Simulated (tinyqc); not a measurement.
One point for the whole zone: special k points of the bcc lattice.

Lattice vectors in units of a: a1 = (-1/2, 1/2, 1/2), a2 = (1/2, -1/2, 1/2), a3 = (1/2, 1/2, -1/2); reciprocal vectors b_i with a_i . b_j = 2 pi delta_ij. Mesh: k = sum_i f_i b_i with f_i = (2 j_i + shift)/(2 N), j_i = 0 .. N-1. The point group of the lattice has 48 operations; only those that map the mesh onto itself are used.

A_m(k) = sum over the m-th star of lattice vectors R of cos(k . R), stars in order of length: m = 1: |R|^2 = 0.75, 8 vectors, such as (1, 1, 1) in the basis a_i; m = 2: |R|^2 = 1, 6 vectors, such as (1, 1, 0) in the basis a_i; m = 3: |R|^2 = 2, 12 vectors, such as (2, 1, 1) in the basis a_i; m = 4: |R|^2 = 2.75, 24 vectors, such as (2, 2, 1) in the basis a_i; m = 5: |R|^2 = 3, 8 vectors, such as (2, 2, 2) in the basis a_i; m = 6: |R|^2 = 4, 6 vectors, such as (2, 2, 0) in the basis a_i. The zone mean of every A_m is zero.

Test function, the lower band of a two-band insulator: E(k) = -sqrt(D^2 + (e0 - t A_1(k))^2).

Parameters, chosen for this exercise (out of a larger set: the lattice of W; not measured data):

| symbol | value | unit | meaning |
|---|---|---|---|
| D | 2.01 | eV | half gap term |
| t | 0.32 | eV | coupling |
| e0 | 0.73 | eV | offset |

The mean-value (Baldereschi) point is taken at k = (2 pi/a) (0.1667, 0.1667, 0.5), that is f = (0.25, 0.25, -0.0833); the reference is the mesh with N = 24.

Single points:

| point | A_1 | A_2 | A_3 | A_4 | E (eV) |
|---|---|---|---|---|---|
| Gamma | 8.000 | 6.000 | 12.000 | 24.000 | -2.7183 |
| mean-value point | 0.000 | 0.000 | -3.000 | 0.000 | -2.1385 |
| zone-face centre b1/2 | 0.000 | -2.000 | -4.000 | 0.000 | -2.1385 |

reference mean = -2.2963 eV

The mean-value point makes A_1, A_2 and A_4 vanish. Its error is +158 meV, against -422 meV at Gamma and +158 meV at b1/2. E is not linear in A_1; its powers hold sums of nearest vectors and a non-zero mean, so this point is not exact. A_1 has the same value at b1/2, and E depends on A_1 alone, so this test cannot tell the two points apart.

Program tinyqc; command `OMP_NUM_THREADS=1 python tinyqc.py 1680115 1680116 out.jsonl`; about 0.1 s on one thread of a shared Intel(R) Xeon(R) Processor @ 2.30GHz.
